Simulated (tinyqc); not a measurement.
Inside a calculation: propagation of a band-gap error through k.p and effective-mass formulas. Values are carried at full precision from step to step, so a last printed digit may differ when a step is redone from the rounded ones.

Chain, for a gap E (the reference Eg or another value), with Ep and Dso kept: 1/me = 1 + Ep (E + 2 Dso/3)/(E (E + Dso)); g* = 2 - 2 Ep Dso/(3 E (E + Dso)); g1(E) = g1 + (Ep/3)(1/E - 1/Eg), g2(E) = g2 + (Ep/6)(1/E - 1/Eg), light hole 1/(g1 + 2 g2), heavy hole 1/(g1 - 2 g2) along [100]; optical constant ei(E) = 1 + (ei - 1)(EP/(EP + E - Eg))^2, static e0(E) = ei(E) + e0 - ei.

Constants: Ry = 13.60569312 eV; a0 (Bohr radius) = 0.5291772105 angstrom; kB = 8.617333262e-05 eV/K; hbar^2/2m0 = 3.80998211 eV angstrom^2.

Parameters, chosen for this exercise (reference values near those of GaAs, gap at low temperature; the results hold for these values, not for the real material): Eg = 1.534 eV (gap at Gamma to the s-like level); Dso = 0.335 eV (spin-orbit splitting); Ep = 26.2 eV (Kane energy); g1 = 6.96 (Luttinger gamma1); g2 = 2.05 (gamma2); e0 = 12.77 (static dielectric constant); ei = 10.93 (optical dielectric constant); EP = 5.09 eV (mean (Penn) gap); Eg2 = 0.629 eV (a wrong gap, of the size a semi-local functional can give); mh = 0.62 m0 (density-of-states mass of the holes); T = 300 K (temperature); k = 0.045 1/angstrom (wave vector).

## Masses, g factor and screening for both gaps

Evaluate the chain at Eg and at Eg2.

Band values at the two gaps:
```
quantity       at Eg   at Eg2  ratio
me           0.05862  0.02644  0.451
g*          -0.04089   -7.650      -
g1             6.960    15.15  2.177
g2             2.050    6.146  2.998
light hole   0.09042  0.03644  0.403
heavy hole    0.3497   0.3497  1.000
ei             10.93    15.69  1.435
e0             12.77    17.53  1.373
```

The gap is off by a factor of 0.41; the electron mass follows with 0.45 and the light hole with 0.40, while the heavy hole, which does not couple to the conduction level, keeps its value. The optical constant changes less, by +44 %, as it answers to the mean gap, which shifts by the same -0.91 eV on a base of 5.09 eV. g* moves by -7.61; near zero it is a difference of larger terms, and remote bands, left out here, shift it by tenths.

## Binding energies and densities for both gaps

Donor: R = Ry me/e0^2, a_B = a0 e0/me, Mott density (0.26/a_B)^3. Nc, Nv = 2 (m kT/(4 pi c))^(3/2), c = hbar^2/2m0, ni = sqrt(Nc Nv) exp(-E/2kT). Exciton: Ry mu/e0^2 with 1/mu = 1/me + g1(E). 1 angstrom^-3 = 1e24 cm^-3.

Use the values of the table.

Results:
```
quantity                  at Eg     at Eg2     ratio
R (meV)                   4.891      1.171     0.239
a_B (angstrom)            115.3      350.9      3.04
Mott density (cm^-3)  1.147e+16  4.068e+14    0.0355
Nc (cm^-3)            3.562e+17  1.079e+17     0.303
ni (cm^-3)            2.722e+05  5.986e+12  2.20e+07
exciton (meV)             3.474     0.8358     0.241
```

Power laws carry the error on: the donor energy (me/e0^2) by a factor of 0.239, the Mott density (cube of me/e0) by 0.0355. ni, with its exponential, changes by a factor of 2.20e+07, that is 7.3 decades.

## A scissor shift and what it does not mend

A rigid shift D = Eg - Eg2 of the conduction band restores the gap but leaves the curvature, so the mass stays me(Eg2); redoing the sum 1/m = 1 + Ep (E + 2 Dso/3)/(E (E + Dso)) with E = Eg and the same Ep gives another mass. For optics, eps2 at the edge goes as |p|^2/E^2: a rigid shift keeps the dipole elements p/E, while shifting the energies under unchanged p scales eps2 by (Eg2/Eg)^2.

shift D = 0.905 eV
mass under a rigid shift = 0.0264 m0
mass from the sum with the corrected gap = 0.0586 m0
factor on eps2 if p is left unscaled = 0.168

The rigid shift leaves the mass off by a factor of 0.45. The mass from the corrected gap is the reference me(Eg) here, because the exercise keeps Ep fixed; a real correction of the gap depends on k and changes Ep as well.

## Far from the edge the relative error shrinks

Two-level dispersion E(k) = sqrt(E^2/4 + Ep c k^2) - E/2 at k/4, k, 4k for both gaps, c = hbar^2/2m0.

Energies above the edge:
```
k (1/angstrom)  at Eg (eV)  at Eg2 (eV)  ratio
0.01125             0.0082       0.0195  2.378
0.04500             0.1221       0.2342  1.919
0.18000             1.1881       1.5112  1.272
```

The ratio tends to Eg/Eg2 = 2.44 at k = 0 and goes from 2.378 to 1.272: at large k both curves approach the same slope sqrt(Ep c), while their distance in eV grows towards |Eg - Eg2|/2.

## Checks

- Chain at E = Eg against the inputs g1, g2, ei, e0: they agree to 1e-10 or better.

Run: tinyqc, `OMP_NUM_THREADS=1 python tinyqc.py 1850323 1850324 out.jsonl`; Intel(R) Xeon(R) Processor @ 2.30GHz, one thread, shared host; about 0.01 s of CPU time with all checks.
